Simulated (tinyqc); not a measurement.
Inside a calculation: Wannier exciton and Elliott formula. Values are carried at full precision from step to step, so a last printed digit may differ when a step is redone from the rounded ones.

Constants: Ry = 13.60569312 eV; a0 (Bohr radius) = 0.5291772105 angstrom; hbar^2/2m0 = 3.80998211 eV angstrom^2; kB = 8.617333262e-05 eV/K; e/hbar = 1.519267448e-05 1/(T angstrom^2); muB = 5.788381798e-05 eV/T.

Values chosen for the exercise (near those of InP; shifted at random, so the results belong to these values and not to a real crystal): me = 0.081 m0 (electron mass); mh = 0.246 m0 (hole mass); eps = 12.1 (dielectric constant); Eg = 1.407 eV (gap); N = 0.0018 x 1e16/cm^3 (density of pairs); T = 20 K (temperature); B = 2.5 T (magnetic field).

## Exciton units

1/mu = 1/me + 1/mh, Ry* = Ry mu/eps^2, a* = a0 eps/mu.

mu = 0.06094 m0
Ry* = 5.663 meV
a* = 105.08 angstrom

## Hydrogen-like series

Binding Ry*/n^2 in three dimensions and Ry*/(n - 1/2)^2 in two; strengths relative to n = 1 go as 1/n^3 and (1/2)^3/(n - 1/2)^3. Lines at Eg less the binding.

Series:
```
n  3D binding (meV)  3D line (eV)  3D strength  2D binding (meV)  2D line (eV)  2D strength
1              5.66        1.4013       1.0000             22.65        1.3843       1.0000
2              1.42        1.4056       0.1250              2.52        1.4045       0.0370
3              0.63        1.4064       0.0370              0.91        1.4061       0.0080
4              0.35        1.4066       0.0156              0.46        1.4065       0.0029
```

## Free pairs and excitons

Saha balance n^2/n_x = K = (mu kB T/(4 pi c))^(3/2) exp(-Ry*/kB T) with n + n_x = N, 1s excitons only, equal spin counts for excitons and free pairs; free share f = 2/(1 + sqrt(1 + 4N/K)); c = hbar^2/2m0, Ry* = Ry mu/eps^2, 1/mu = 1/me + 1/mh, 1/angstrom^3 = 1e24/cm^3.

Give K and f.

K = 0.01216 x 1e16/cm^3
free share = 0.8842

N a*^3 = 2.1e-05, below the Mott range of about 0.01 to 0.02.

## Diamagnetic shift

For the 1s state dE = (e B)^2 <x^2 + y^2>/(8 mu m0) = c ((e/hbar) B)^2 a*^2/(2 mu), c = hbar^2/2m0; it holds while gamma = muB B/(mu Ry*) is small.

dE = 0.4980 meV
gamma = 0.419

gamma is not small, so the true shift falls below this value and turns linear in B.

## Checks

- 1s binding from the radial equation by finite differences against Ry*, meV: both 5.66.

Run: tinyqc, `OMP_NUM_THREADS=1 python tinyqc.py 1281314 1281315 out.jsonl`; Intel(R) Xeon(R) Processor @ 2.30GHz, one thread, shared host; about 0.01 s of CPU time with all checks.
